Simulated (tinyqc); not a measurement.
Born-von Karman spring model of a cubic crystal with one atom per cell: one step, computed by the program tinyqc. Command: `OMP_NUM_THREADS=1 python tinyqc.py 3029744 3029745 out.jsonl springs walk`. One thread of a shared host (Intel(R) Xeon(R) Processor @ 2.30GHz), about 0.1 s of CPU time with the checks.

First neighbours lie at a/2 (1,1,1) (8 of them), second at a (1,0,0) (6), with all permutations and signs; the volume per atom is Omega = a^3/2.

Question. Sound velocities. rho = M/Omega and v = sqrt(C/rho), with C = C11, C44, C44 along [100]; (C11 + C12 + 2 C44)/2, C44, (C11 - C12)/2 along [110]; (C11 + 2 C12 + 4 C44)/3 and twice (C11 - C12 + C44)/3 along [111].

Inputs (values chosen for the exercise, for a model crystal): lattice constant a = 4.12 angstrom; atomic mass M = 86.7 u.

Lattice: bcc.

C11 = 99.81197 GPa

C44 = 62.71303 GPa

C12 = 60.69087 GPa

Constants: u = 1.6605390666e-27 kg.

Give: density rho; Velocities (m/s).

Answer.

density rho = 4117 kg/m^3

Velocities (m/s):

| direction | longitudinal | transverse 1 | transverse 2 |
|---|---|---|---|
| [100] | 4924 | 3903 | 3903 |
| [110] | 5893 | 3903 | 2180 |
| [111] | 6182 | 2871 | 2871 |

Along [110] the two transverse waves differ by a factor sqrt(2 C44/(C11 - C12)) = 1.791.
